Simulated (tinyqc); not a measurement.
Inside a calculation. Model: one electron in a tunnel-coupled double dot: charge qubit, sensing and quantum capacitance.

tinyqc, about 0.01 s, one thread, Intel Xeon 2.30GHz (shared host): `OMP_NUM_THREADS=1 python tinyqc.py 2470043 2470044 out.jsonl` Printed values are rounded.

Basis (left, right), H = [[ep/2, tc], [tc, -ep/2]], splitting Om = sqrt(ep^2 + 4 tc^2), ep = al times the gate voltage. In equilibrium the electron is on the right with the chance P_R = [1 + (ep/Om) tanh(Om/2 kB T)]/2.

Parameters, values chosen for the exercise: tunnel coupling tc = 3.5 ueV; electron temperature T = 0.083 K; lever arm of the gate on the detuning al = 0.18 eV/V; parasitic capacitance of the resonator Cp = 0.8 pF; resonator frequency f0 = 265 MHz; loaded quality factor Q = 38; deviation of quasi-static detuning noise se = 1.1 ueV; detuning ep = 2.9 ueV.

Constants: q = 1.602176634e-19 C, kB = 1.380649e-23 J/K, hbar = 1.054571817e-34 J s, h = 6.62607015e-34 J s, Vt = kB T/q. Results are converted to the units shown.

## Splitting and occupation

Also the frequency Om/h, the mixing angle arctan2(2 tc, ep) and the weight of the right dot in the ground state, (1 + ep/Om)/2.

Om = 7.57694 ueV
Om/h = 1.83210 GHz
mixing angle = 67.4965 degree
ground-state weight = 0.691370
kB T = 7.15239 ueV
P_R = 0.592841

## Capacitance seen by a resonator

q^2 al^2 dP_R/d(ep) splits into Cq = q^2 al^2 (2 tc^2/Om^3) tanh(Om/2 kB T) and Ct = q^2 al^2 (ep/Om)^2/(4 kB T cosh^2(Om/2 kB T)); Ct appears only if relaxation is faster than the drive. A resonator of frequency f0, capacitance Cp and quality factor Q shifts by df = -f0 Cq/(2 Cp) and its phase by -2 Q Cq/Cp.

Cq = 141.842 aF
Ct = 20.3241 aF
df = -23.4925 kHz
phase shift = -772.058 millidegree

## Dephasing by charge noise

Noise in ep shifts Om by (ep/Om) d + (2 tc^2/Om^3) d^2. For Gaussian d of deviation se the spread of Om is sqrt[(ep se/Om)^2 + 2 (2 tc^2 se^2/Om^3)^2], and T2* is estimated as sqrt(2) hbar/spread; Om T2*/h counts the oscillations within T2*.

first-order spread = 0.421014 ueV
second-order spread = 0.0963796 ueV
T2* = 2.15522 ns
oscillations within T2* = 3.94858

At ep = 0 the first-order term vanishes and T2* would be 7.62 ns.
